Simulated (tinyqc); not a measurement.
Band offset from the macroscopic average of a supercell potential: one step. The potential line-up. Two cases, with inputs chosen for the exercise.

Question. Read the macroscopic average in the middle of each region, j = 14 and j = 43, and its slope in A by a central difference over two points each way.

Case 1.

Values chosen (out of a larger set: gaps near those of Si and HfO2; not measured data): h = 0.25 angstrom (grid step).

macroscopic average (eV): -9.68100  -9.55396  -9.32438  -9.06176  -8.81533  -8.61552  -8.46744  -8.38478  -8.36748  -8.37464  -8.38379  -8.39087  -8.39718  -8.40354  -8.41001  -8.41654  -8.42307  -8.42958  -8.43607  -8.44306  -8.45385  -8.47452  -8.50635  -8.56373  -8.67583  -8.83646  -9.00929  -9.15939  -9.27239  -9.38359  -9.52860  -9.69365  -9.84441  -9.94514  -9.99025  -10.00951  -10.01762  -10.01584  -10.01026  -10.00419  -9.99813  -9.99209  -9.98606  -9.97999  -9.97392  -9.96783  -9.96182  -9.95602  -9.95000  -9.94099  -9.92147  -9.88748  -9.88197  -9.90498  -9.88791  -9.82322  -9.75296  -9.71597

Case 2.

Values chosen (out of a larger set: gaps near those of Si and HfO2; not measured data): h = 0.25 angstrom (grid step).

macroscopic average (eV): -6.82124  -6.65316  -6.43456  -6.17937  -5.91336  -5.67513  -5.49886  -5.40993  -5.38894  -5.38893  -5.38995  -5.39010  -5.39004  -5.39001  -5.39000  -5.39001  -5.39003  -5.39006  -5.39003  -5.39003  -5.39179  -5.40488  -5.45689  -5.57687  -5.76270  -5.98068  -6.18779  -6.36735  -6.53500  -6.70265  -6.88221  -7.08932  -7.30730  -7.49313  -7.61311  -7.66512  -7.67821  -7.67997  -7.67997  -7.67994  -7.67997  -7.67999  -7.68000  -7.68000  -7.68000  -7.67999  -7.68000  -7.68007  -7.68006  -7.67847  -7.66970  -7.64559  -7.60190  -7.51918  -7.38034  -7.21029  -7.05720  -6.94094

Give: plateau in A; plateau in B; dV = B - A; slope in A.

Answer.

Case 1.

plateau in A = -8.410 eV
plateau in B = -9.980 eV
dV = B - A = -1.570 eV
slope in A = -0.026 eV/angstrom

The average is tilted: the interfaces carry opposite charges, and the potential changes by -0.18 eV across A and by as much the other way across B. Reading both regions at their mid-points (to within half a grid step), or extrapolating both lines to one interface, removes the tilt from dV.

Case 2.

plateau in A = -5.390 eV
plateau in B = -7.680 eV
dV = B - A = -2.290 eV
slope in A = 0.000 eV/angstrom

The plateaus are flat, so the line-up is well defined.

Computed by tinyqc, one run a case: `OMP_NUM_THREADS=1 python tinyqc.py N N+1 out.jsonl` with N = 1851289, 1881152; one thread of a shared Intel(R) Xeon(R) Processor @ 2.30GHz, about 0.01 s a run at most.
